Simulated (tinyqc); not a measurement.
Bulk transistor, scale length and short-channel effects: one step of the calculation.

A gate, an insulator of thickness ti and a depleted layer of depth ts on a conducting body. Below threshold the potential that source and drain add obeys Laplace's equation and vanishes on the gate and at the bottom of the depleted layer. Its lowest mode decays along the channel as exp(-k y); k is the smallest positive root of the matching condition at the interface, and the scale length is Lambda = pi/k.

Task. Threshold shift, barrier position and swing. Along the channel psi(y) = s + a exp(y/l) + b exp(-y/l) with psi(0) = Vbi, psi(L) = Vbi + Vds and l = 1/k = Lambda/pi; with A = Vbi - s, B = A + Vds, x = exp(-L/l): a = (B - A x) x/(1 - x^2), b = (A - B x)/(1 - x^2). The minimum is s + 2 sqrt(a b), at y = (l/2) ln(b/a). The long-channel potential follows the gate as s = sT + (Vg - VTL)/m, and the threshold VT is the gate voltage at which the minimum equals sT. Swing = m Vt ln 10/g at threshold, g = d(minimum)/ds = 1 - (b x + a)/((1 + x) sqrt(a b)).

Parameters, values chosen for the exercise; permittivities: semiconductor close to that of indium arsenide, insulator close to that of silicon nitride: temperature T = 400 K; channel length L = 67 nm; potential of the source Vbi = 0.96 V; potential of the barrier top at threshold sT = 0.59 V; long-channel threshold VTL = 0.34 V; long-channel body factor m = 1.33; drain voltage Vds = 1 V.

Constants: q = 1.602176634e-19 C, kB = 1.380649e-23 J/K, Vt = kB T/q. Results are converted to the units shown.

l = 7.3674024 nm

Find: s at threshold; a; b; position of the minimum; VT; swing.

Result.

s at threshold = 0.57451 V
a = 1.5562e-4 V
b = 0.38533 V
position of the minimum = 28.786 nm
VT = 0.31940 V
swing = 108.34 mV/decade

The threshold lies 20.6 mV below the long-channel value, and the barrier top sits at 0.43 L from the source.

Numbers from tinyqc (`OMP_NUM_THREADS=1 python tinyqc.py 2420094 2420095 out.jsonl`; about 0.01 s on one thread of a shared Intel Xeon 2.30GHz).
